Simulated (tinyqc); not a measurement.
p-n heterojunction, non-linear Poisson equation by Newton steps, Boltzmann statistics: one step of the calculation.

One dimension, material 1 (p-type) at x < 0 and material 2 (n-type) at x > 0. Band edges: Ec = -psi in material 1 and -psi + dEc in material 2, Ev = Ec - Eg. Flat quasi-Fermi levels: 0 for holes, +V for electrons. n = Nc F((EFn - Ec)/Vt), p = Nv F((Ev - EFp)/Vt), with F(eta) = exp(eta) (Boltzmann statistics); full ionisation, no interface charge, classical densities; the doping types are chosen for the exercise.

Question. Newton step. Solve the tridiagonal system a_(i-1) d_(i-1) + b_i d_i + a_i d_(i+1) = -F_i for nodes 1 to 11, with d = 0 on fixed nodes. Each component d is damped to sign(d) Vt ln(1 + |d|/Vt) before it is added.

Parameters, values chosen for the exercise: temperature T = 350 K.

Constants: q = 1.602176634e-19 C, kB = 1.380649e-23 J/K, Vt = kB T/q. Results are converted to the units shown.

| interval | coupling a_i (F/cm^2) |
|---|---|
| 0 | 1.0732349e-7 |
| 1 | 1.3281282e-7 |
| 2 | 1.6098523e-7 |
| 3 | 1.9675973e-7 |
| 4 | 2.4147785e-7 |
| 5 | 3.0350387e-7 |
| 6 | 2.1297005e-7 |
| 7 | 1.4565827e-7 |
| 8 | 9.9511668e-8 |
| 9 | 6.7334243e-8 |
| 10 | 4.6274973e-8 |
| 11 | 3.1322614e-8 |

| node | diagonal b (F/cm^2) | residual F (C/cm^2) |
|---|---|---|
| 1 | -1.0513786e-6 | -1.2324466e-8 |
| 2 | -3.5413620e-7 | -3.2810814e-8 |
| 3 | -3.6266400e-7 | -2.8297598e-8 |
| 4 | -4.3872033e-7 | -2.2107449e-8 |
| 5 | -5.4503345e-7 | -1.2222809e-8 |
| 6 | -9.7650099e-7 | 2.9614235e-8 |
| 7 | -3.6286899e-7 | -8.0961876e-9 |
| 8 | -2.4532882e-7 | 9.3765564e-9 |
| 9 | -1.6684857e-7 | 1.6697452e-8 |
| 10 | -1.1360926e-7 | 2.5279384e-8 |
| 11 | -7.7806217e-8 | 3.4574500e-8 |

| node | psi after iteration 1 (V) |
|---|---|
| 0 | -1.7165818 |
| 1 | -1.6985738 |
| 2 | -1.6263443 |
| 3 | -1.5566510 |
| 4 | -1.4927450 |
| 5 | -1.4315005 |
| 6 | -1.3575911 |
| 7 | -1.2047455 |
| 8 | -1.0942111 |
| 9 | -0.9592016 |
| 10 | -0.7748626 |
| 11 | -0.5210655 |
| 12 | -0.2584089 |

Give: Newton step d, before damping; psi after iteration 2.

Answer.

| node | Newton step d, before damping (V) |
|---|---|
| 1 | -0.045 |
| 2 | -0.264 |
| 3 | -0.340 |
| 4 | -0.267 |
| 5 | -0.117 |
| 6 | 0.043 |
| 7 | 0.226 |
| 8 | 0.556 |
| 9 | 0.945 |
| 10 | 1.271 |
| 11 | 1.200 |

| node | psi after iteration 2 (V) |
|---|---|
| 0 | -1.717 |
| 1 | -1.726 |
| 2 | -1.695 |
| 3 | -1.632 |
| 4 | -1.562 |
| 5 | -1.479 |
| 6 | -1.331 |
| 7 | -1.140 |
| 8 | -1.005 |
| 9 | -0.854 |
| 10 | -0.661 |
| 11 | -0.409 |
| 12 | -0.258 |

Computed by the program tinyqc: `OMP_NUM_THREADS=1 python tinyqc.py 2040093 2040094 out.jsonl`, one thread of a shared Intel Xeon 2.30GHz, about 0.03 s for the whole run.
